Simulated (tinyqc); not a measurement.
Drifting, spreading and decaying minority pulse (Haynes-Shockley), Crank-Nicolson time steps: one step of the calculation.

Low injection in a uniform field: dn/dt = D d2n/dx2 - v dn/dx - n/tau with D = mu Vt and v = mu F towards +x. Exact solution on an infinite bar for a Gaussian start at x0: n = N0 exp(-t/tau) exp(-(x - x0 - v t)^2/(2 s^2))/sqrt(2 pi s^2), s^2 = s0^2 + 2 D t.

Task. Densities after a time step. (L n)_i = a n_(i-1) + b n_i + c n_(i+1), n = 0 beyond the ends. Crank-Nicolson step: solve n(new) - L n(new)/2 = n + L n/2.

a = 0.66104254
b = -0.96422793
c = 0.15318539
n at t = 1 dt, node 1 to 9 (in units of 1e11 cm^-3): [0.0614973, 0.3904165, 1.3259944, 2.3737273, 2.2716987, 1.2234371, 0.4075872, 0.1019432, 0.0230232]

Give: n at t = 2 dt.

Result.

n at t = 2 dt, node 1 to 9 (in units of 1e11 cm^-3): [0.056, 0.273, 0.812, 1.517, 1.797, 1.394, 0.747, 0.299, 0.098]

tinyqc, about 0.01 s, one thread, Intel Xeon 2.30GHz (shared host): `OMP_NUM_THREADS=1 python tinyqc.py 2310006 2310007 out.jsonl`
